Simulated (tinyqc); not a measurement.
## Rectangular fin or nanosheet with a gate all round, subbands and threshold shift from confinement: confinement against the height

Undoped body with a flat potential across it, hard walls, transport along x. One isotropic valley (g = 1, mx = my = mz = me). Non-parabolicity enters the subband edges through E (1 + al E) = gamma, so E = 2 gamma/(1 + sqrt(1 + 4 al gamma)); motion within a subband is taken as parabolic with the band-edge mass. Energies are counted from the bulk band edge.

gamma = C pi^2 [a^2/(my (t + dl)^2) + b^2/(mz (H + dl)^2)], C = hbar^2/(2 m0). Each subband has N_k = g sqrt(2 mx m0 kB T/(pi hbar^2)); without degeneracy n = exp(EF/Vt) sum N_k exp(-E_k/Vt). Classical value Nc times t H, Nc = sum over valleys of 2 g (m m0 kB T/(2 pi hbar^2))^1.5 with m = (mx my mz)^(1/3). Threshold shift dVT = Vt ln(classical value/sum N_k exp(-E_k/Vt)). With degeneracy n = sum N_k F((EF - E_k)/Vt), F(x) = (1/sqrt(pi)) int_0^infinity u^(-1/2) du/(1 + exp(u - x)); gate: Vg = EF + q n/(Cg P), P = 2 (t + H), summed over the 60 lowest subbands at most, with Vg counted from the value that would put EF at the bulk band edge of an empty body. The last two columns are for Vg = 0.5 V; sensitivity d(dVT)/dH by central differences between 0.99 and 1.01 times the value.

Inputs (values chosen for the exercise); masses close to those of InAs: temperature T = 200 K; mass at the band edge me = 0.0233 m0; non-parabolicity al = 2.7 1/eV; width (along y) t = 8.9 nm; widening of the box by penetration into the insulator dl = 0.3 nm; gate capacitance per area of interface Cg = 1.8 uF/cm^2.

Constants: q = 1.602176634e-19 C, kB = 1.380649e-23 J/K, hbar = 1.054571817e-34 J s, m0 = 9.1093837015e-31 kg, Vt = kB T/q, hbar^2/(2 m0) = 0.0380998212 eV nm^2. Results are converted to the units shown.

Result of one run:
```
H (nm),E_1 (meV),gap to the next edge (meV),dVT (mV),sensitivity (mV/nm),n/P (cm^-2),share of the lowest subband (%)
5.3,358.4,168.7,302.8,-59.36,5.320e11,99.50
```

What becomes of these results when the height (along z) H is changed from 5.3 to 9.5 nm, all else the same?

Result of the changed run:
```
H (nm),E_1 (meV),gap to the next edge (meV),dVT (mV),sensitivity (mV/nm),n/P (cm^-2),share of the lowest subband (%)
9.5,223.7,186.0,178.0,-13.72,8.391e11,72.18
```

The whole series:
```
H (nm),E_1 (meV),gap to the next edge (meV),dVT (mV),sensitivity (mV/nm),n/P (cm^-2),share of the lowest subband (%)
5.3,358.4,168.7,302.8,-59.36,5.320e11,99.50
7.1,277.5,190.0,226.9,-29.46,6.609e11,94.77
9.5,223.7,186.0,178.0,-13.72,8.391e11,72.18
13,187.2,117.5,147.0,-5.512,1.004e12,53.39
17,168.2,76.49,132.4,-2.341,1.131e12,40.76
23,155.3,45.47,123.7,-0.8845,1.233e12,30.62
30,148.6,28.08,119.5,-0.4105,1.307e12,23.67
40,144.4,16.35,116.7,-0.1959,1.375e12,17.83
```

As H grows from 5.3 to 40 nm, E_1 falls from 358 to 144 meV and dVT falls from 303 to 117 mV. E_1 goes as H^(-0.88) at the thin end; an error of 0.2 nm moves the threshold by 12 mV in the first row and 0.039 mV in the last. The charge per interface area rises from 5.32e11 to 1.38e12 cm^-2. For H = 40 the charge in the last two columns would bend the potential across the body noticeably, which is left out.

Range of the model: Non-parabolicity also makes carriers heavier within each subband, which is left out, so densities of states are understated at high energy.

Program tinyqc, `OMP_NUM_THREADS=1 python tinyqc.py 2350085 2350086 out.jsonl`; Intel Xeon 2.30GHz, shared host, one thread, about 0.08 s.
